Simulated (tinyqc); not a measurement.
What each parameter does: quaternary alloy A(x)B(1-x)C(y)D(1-y) matched to a substrate.

Q(x,y) = x y Q_AC + x (1 - y) Q_AD + (1 - x) y Q_BC + (1 - x)(1 - y) Q_BD for the lattice constant. Gap, rule 1: Q(x,y) - x (1 - x)[y C_ABC + (1 - y) C_ABD] - y (1 - y)[x C_ACD + (1 - x) C_BCD]. Rule 2 (mean of ternaries): {x (1 - x)[y T_ABC(x) + (1 - y) T_ABD(x)] + y (1 - y)[x T_ACD(y) + (1 - x) T_BCD(y)]}/{x (1 - x) + y (1 - y)}, T_ABC(x) = x E_AC + (1 - x) E_BC - C_ABC x (1 - x), T_ACD(y) = y E_AC + (1 - y) E_AD - C_ACD y (1 - y), and alike. Only the Gamma valley is followed.

Matching a(x,y) = a_s gives x = (a_s - y a_BC - (1 - y) a_BD)/(y (a_AC - a_BC) + (1 - y)(a_AD - a_BD)).

Values chosen for the exercise (AC, AD, BC, BD near GaAs, GaSb, InAs and InSb; substrate near InP; the results hold for these values, not for the real material): a = (5.652, 6.09, 6.052, 6.47) angstrom (lattice constants of AC, AD, BC, BD); Eg = (1.515, 0.82, 0.422, 0.234) eV (gaps at Gamma of AC, AD, BC, BD); Cb = (0.437, 0.398, 1.606, 0.69) eV (bowing of ABC, ABD, ACD, BCD); a_s = 5.871 angstrom (substrate); y = 0.6 (fraction of C).

x is matched anew each time.

Results for these values:
```
case       x  rule 1 (eV)  rule 2 (eV)
base  0.8883       0.7348       0.8700
```

What happens to each result for a = (5.662, 6.09, 6.052, 6.47) angstrom, all else kept?

Answer: x rises from 0.8883 to 0.9021; rule 1 rises from 0.7348 to 0.7487; rule 2 rises from 0.8700 to 0.8738.

The same for each parameter in turn:
```
case                                          x  rule 1 (eV)  rule 2 (eV)
base                                     0.8883       0.7348       0.8700
y = 0.59                                 0.8994       0.7367       0.8641
a_s = 5.867 angstrom                     0.8985       0.7451       0.8729
Cb = (0.524, 0.478, 1.927, 0.828) eV     0.8883       0.6543       0.8165
Eg = (1.565, 0.82, 0.422, 0.234) eV      0.8883       0.7615       0.8966
a = (5.662, 6.09, 6.052, 6.47) angstrom  0.9021       0.7487       0.8738
```

Run: tinyqc, `OMP_NUM_THREADS=1 python tinyqc.py 1050158 1050159 out.jsonl`; Intel(R) Xeon(R) Processor @ 2.30GHz, one thread, shared host; about 0.01 s of CPU time with all checks.
